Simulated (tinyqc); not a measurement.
From results back to parameters: band gaps under pressure and temperature from deformation potentials. Four cases, with inputs chosen for the exercise.

Problem. A gap moves by a ln(V/V0) with V/V0 = (1 + Bp P/B0)^(-1/Bp). B0 and the shifts at two pressures are given.

Find: ratio of the shifts; Bp; a.

Method. The ratio of the shifts, ln(1 + Bp P2/B0)/ln(1 + Bp P1/B0), falls steadily from P2/P1 as Bp grows and so fixes Bp; then a = -shift x Bp/ln(1 + Bp P/B0).

Case 1.

Values chosen (out of a larger set: near those of AlAs, the X and L potentials typical of such crystals; not measured data): P12 = (4, 8) GPa (two pressures).

B0 = 77.8667 GPa

shifts at the two pressures (eV): 0.3808767  0.6992530

Solution.

ratio of the shifts = 1.8359
Bp = 4.21
a = -8.19 eV

Case 2.

Values chosen (out of a larger set: near those of GaP, the X and L potentials typical of such crystals; not measured data): P12 = (4, 10) GPa (two pressures).

B0 = 87.8000 GPa

shifts at the two pressures (eV): 0.4070658  0.9114616

Solution.

ratio of the shifts = 2.2391
Bp = 4.07
a = -9.74 eV

Case 3.

Values chosen (out of a larger set: near those of GaAs, the X and L potentials typical of such crystals; not measured data): P12 = (1.5, 2) GPa (two pressures).

B0 = 77.3333 GPa

shifts at the two pressures (eV): 0.1529048  0.2013229

Solution.

ratio of the shifts = 1.3167
Bp = 4.20
a = -8.20 eV

Case 4.

Values chosen (out of a larger set: near those of GaP, the X and L potentials typical of such crystals; not measured data): P12 = (1.5, 4) GPa (two pressures).

B0 = 87.4333 GPa

shifts at the two pressures (eV): 0.1619943  0.4097312

Solution.

ratio of the shifts = 2.5293
Bp = 4.09
a = -9.77 eV

Computed by tinyqc, one run a case: `OMP_NUM_THREADS=1 python tinyqc.py N N+1 out.jsonl` with N = 1051246, 1051249, 1051257, 1051276; one thread of a shared Intel(R) Xeon(R) Processor @ 2.30GHz, about 0.01 s a run at most.
